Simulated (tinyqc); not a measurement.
Luttinger-Kohn k.p, four valence bands, step by step. One step of it, computed by the program tinyqc.

Task: Levels at k. Diagonalise the Hermitian matrix.

H(k) at k (eV), order 3/2, 1/2, -1/2, -3/2:
```
[[0.007720, -0.003761-0.001410i, -0.001670-0.001736i, 0.000000],
 [-0.003761+0.001410i, 0.008123, 0.000000, -0.001670-0.001736i],
 [-0.001670+0.001736i, 0.000000, 0.008123, 0.003761+0.001410i],
 [0.000000, -0.001670+0.001736i, 0.003761-0.001410i, 0.007720]]
```

Give: eigenvalues.

Result:

eigenvalues (eV): [0.0032, 0.0032, 0.0126, 0.0126]
